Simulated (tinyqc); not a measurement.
The basis set: RHF and MP2 along a ladder of basis sets, for BeH+, spin multiplicity 1. Computed by the program tinyqc with PySCF. 

Geometry (angstrom):
```
atom,x,y,z
Be,0.0000,0.0000,0.0000
H,0.0000,0.0000,1.2320
```

Same geometry throughout; the dipole is taken about the origin.

RHF and frozen-core MP2 in a ladder of bases:
```
basis,functions,E(RHF) (hartree),E(MP2 corr) (hartree),HOMO (eV),LUMO (eV),dipole (debye)
sto-3g,6,-14.66121,-0.01229,-20.784,-7.276,2.829
3-21g,11,-14.75751,-0.01503,-20.766,-7.844,2.709
6-31g,11,-14.84341,-0.01514,-20.824,-7.768,2.583
6-31g**,19,-14.84782,-0.02482,-20.777,-7.780,2.596
cc-pvdz,19,-14.84682,-0.02489,-20.768,-7.867,2.626
cc-pvtz,44,-14.85089,-0.02946,-20.810,-7.825,2.605
```

From cc-pVDZ to cc-pVTZ the RHF energy falls by 4.1 mhartree and the correlation energy by 4.6. If valence correlation converges as X^-3, (27 E(T) - 8 E(D))/19 gives -0.0314 hartree, a rough estimate from such small X that usually falls short; STO-3G holds about 39 % of it. Beyond STO-3G the LUMO moves by 0.1 eV and the HOMO by 0.1 eV.
